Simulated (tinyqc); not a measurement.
Inside a calculation: band offset of a heterojunction with an interface dipole (two-band chains, self-consistent charge). Values are carried at full precision from step to step, so a last printed digit may differ when a step is redone from the rounded ones.

Sites alternate A, C. Left: A at -G1/2, C at +G1/2, hopping -t1; right: A at D - G2/2, C at D + G2/2, hopping -t2; the bonds across the two interfaces of a ring (C left to A right, C right to A left) have -sqrt(t1 t2). D is the offset of the mid-gaps, so Ev(right) - Ev(left) = D - (G2 - G1)/2 and Ec(right) - Ec(left) = D + (G2 - G1)/2. The closing bond has its sign reversed (antiperiodic ring). Half the levels are filled with two electrons each. The charge moved is q = (electrons on the left) less one a site; the mean over the two interfaces, q/2, is taken as the charge that crosses each, and its dipole opposes the offset: D = D0 - u q/2.

Parameters, chosen for this exercise (gaps near those of SiC and SiO2; the chains and D0 are free models, so the offsets are not those of the real pair; the results hold for these values, not for the real material):
- G1 = 3.35 eV (gap on the left)
- G2 = 9.34 eV (gap on the right)
- t1 = 2.43 eV (hopping on the left)
- t2 = 1.74 eV (hopping on the right)
- D0 = -1.64 eV (mid-gap of the right side above that of the left, without dipole)
- n = 2 (cells a side in the small ring)
- u = 7.2 eV (potential step per electron moved across)
- mx = 0.2 (mixing)

## The small ring at D = D0

Fill in H.

H (eV):
```
         AL1      CL1      AL2      CL2      AR1      CR1      AR2      CR2
AL1  -1.6750  -2.4300        0        0        0        0        0   2.0563
CL1  -2.4300   1.6750  -2.4300        0        0        0        0        0
AL2        0  -2.4300  -1.6750  -2.4300        0        0        0        0
CL2        0        0  -2.4300   1.6750  -2.0563        0        0        0
AR1        0        0        0  -2.0563  -6.3100  -1.7400        0        0
CR1        0        0        0        0  -1.7400   3.0300  -1.7400        0
AR2        0        0        0        0        0  -1.7400  -6.3100  -1.7400
CR2   2.0563        0        0        0        0        0  -1.7400   3.0300
```

## Levels and site charges

Diagonalise, fill the lower half with two electrons each, and sum the electrons on the left (L) less one a site.

levels (eV): -7.3384  -6.7661  -4.2779  -2.5698  2.2742  3.2950  4.0676  4.7554

electrons on the sites: AL1 1.5780, CL1 0.4633, AL2 1.5112, CL2 0.3616, AR1 1.8717, CR1 0.1100, AR2 1.8954, CR2 0.2087

q = -0.0858 electrons

Electrons move to the right, the side whose mid-gap lies lower.

## Self-consistent offset

From here on the ring has 24 cells a side.

Start at D = D0; D(out) = D0 - u q(D)/2; D(new) = D + mx (D(out) - D); stop when |D(out) - D| < 1e-7 eV.

Iterations:
```
i      D (eV)         q  D(out) (eV)  D(out) - D
0    -1.64000  -0.08749     -1.32504       0.315
1    -1.57701  -0.08372     -1.33860       0.238
2    -1.52933  -0.08091     -1.34874       0.181
3    -1.49321  -0.07879     -1.35636       0.137
4    -1.46584  -0.07720     -1.36210       0.104
5    -1.44509  -0.07599     -1.36642      0.0787
6    -1.42936  -0.07508     -1.36969      0.0597
7    -1.41742  -0.07440     -1.37217      0.0453
8    -1.40837  -0.07388     -1.37404      0.0343
...       ...       ...          ...         ...
51   -1.37991  -0.07225     -1.37991    2.41e-07
52   -1.37991  -0.07225     -1.37991    1.83e-07
53   -1.37991  -0.07225     -1.37991    1.39e-07
54   -1.37991  -0.07225     -1.37991    1.05e-07
55   -1.37991  -0.07225     -1.37991    8.01e-08
```

D = -1.3799 eV

Converged at i = 55: the dipole removes 16 % of the starting offset.

## Linear response

chi = (q(+h) - q(-h))/(2h) at D = 0 with h = 0.01 eV; S = 1/(1 + u chi/2); linear estimate D = S D0.

chi = 0.05004 1/eV
S = 0.8474
linear estimate of D = -1.3897 eV

The self-consistent value is -1.3799 eV, +9.7 meV from the estimate. At D = 0 no net charge crosses: the mid-gaps are the neutrality levels of these symmetric chains.

## The line-up

Ev(right) - Ev(left) = D - (G2 - G1)/2 and Ec(right) - Ec(left) = D + (G2 - G1)/2, for D0, for the self-consistent D and for D = 0. Type I: the offsets have opposite signs; type III: one valence edge lies above the other conduction edge; else type II.

Offsets (eV):
```
case                            D  valence  conduction                 type
no dipole                  -1.640   -4.635       1.355  type I (straddling)
self-consistent            -1.380   -4.375       1.615  type I (straddling)
neutrality levels aligned   0.000   -2.995       2.995  type I (straddling)
```

The dipole shifts both offsets alike and leaves the type.

## Checks

- q at D = 0 against zero, as particle-hole symmetry demands: both 0.000000.
- q at the self-consistent D on 24 against 48 cells a side: both -0.0722.

Program tinyqc; command `OMP_NUM_THREADS=1 python tinyqc.py 1481725 1481726 out.jsonl`; about 0.5 s on one thread of a shared Intel(R) Xeon(R) Processor @ 2.30GHz.
